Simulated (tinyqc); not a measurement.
Yield per ion against the flux ratio: ion-assisted plasma etching: sheath, surface coverage, synergy and aspect-ratio dependence. Computed by tinyqc, a small Python program. Command: `OMP_NUM_THREADS=1 python tinyqc.py 3014529 3014530 out.jsonl etch walk`. One thread of a shared host (Intel(R) Xeon(R) Processor @ 2.30GHz), about 0.06 s of CPU time with the checks.

Radicals adsorb on bare sites; ions remove covered sites with a high yield and bare sites by sputtering; a slow spontaneous reaction acts everywhere, walls included.

Inputs (values chosen for the exercise, close to those used for silicon in a halogen plasma):

| quantity | value | unit |
|---|---|---|
| plasma density n_e | 3.3e+11 | 1/cm^3 |
| electron temperature T_e | 3.3 | eV |
| ion mass M_i | 80 | u |
| sheath voltage V | 500 | V |
| radical density n | 5.9e+13 | 1/cm^3 |
| radical mass M_n | 80 | u |
| gas temperature T_g | 350 | K |
| sticking coefficient s | 0.16 | - |
| radicals per removed unit x | 2 | - |
| yield slope b | 0.14 | eV^(-1/2) |
| threshold E_th | 27 | eV |
| sputter slope b_p | 0.022 | eV^(-1/2) |
| sputter threshold E_p | 30 | eV |
| spontaneous reaction probability k_c | 0.00016 | - |
| solid density N | 5e+22 | 1/cm^3 |
| ion temperature T_i | 0.42 | eV |

Feature: round hole.

Constants: e = 1.602176634e-19 C; u = 1.6605390666e-27 kg; k_B = 1.380649e-23 J/K; eps_0 = 8.8541878128e-12 F/m.

Method:
- Bohm speed u_B = sqrt(e T_e/M_i); ion flux G_i = 0.61 n_e u_B; radical flux G_n = n c/4 with c = sqrt(8 k_B T_g/(pi M_n)).
- Debye length lambda_D = sqrt(eps_0 T_e/(e n_s)) with n_s = 0.61 n_e, T_e in volts; Child-law sheath d = (sqrt2/3) lambda_D (2 V/T_e)^(3/4); ion energy E = V + T_e/2; angular spread = arctan(sqrt(T_i/E)).
- Yields: Y = b (sqrt(E) - sqrt(E_th)) on covered sites, Y_p = b_p (sqrt(E) - sqrt(E_p)) on bare ones (zero below threshold).
- Steady coverage: s G_n (1 - theta) = x Y G_i theta; removal flux = Y G_i theta + Y_p G_i (1 - theta) + k_c G_n; rate = flux/N, 1 cm/s = 6e8 nm/min.
- The ion flux is fixed and the radical flux set by the ratio; the removal per ion is the removal flux over G_i.

yield Y = 2.40819

sputter yield Y_p = 0.372247

ion flux G_i = 4.01593e+16 1/(cm^2 s)

Open field:

| G_n/G_i | theta | rate (nm/min) | removal per ion |
|---|---|---|---|
| 0.3 | 0.00987 | 189.1 | 0.3924 |
| 1 | 0.03215 | 211.0 | 0.4379 |
| 3 | 0.09063 | 268.5 | 0.5572 |
| 10 | 0.24936 | 424.8 | 0.8815 |
| 30 | 0.49915 | 671.4 | 1.3933 |
| 100 | 0.76863 | 941.2 | 1.9531 |
| 300 | 0.90881 | 1094.2 | 2.2705 |
| 1000 | 0.97078 | 1209.0 | 2.5087 |
| 3000 | 0.99007 | 1382.1 | 2.8680 |

Coverage reaches one half at G_n/G_i = x Y/s = 30.1. Below that the ion-assisted part follows the radical flux, on top of the sputter floor Y_p = 0.372; above it the ion-assisted part saturates at Y = 2.41 per ion, and the further rise to 2.87 comes from the spontaneous reaction, which costs anisotropy.
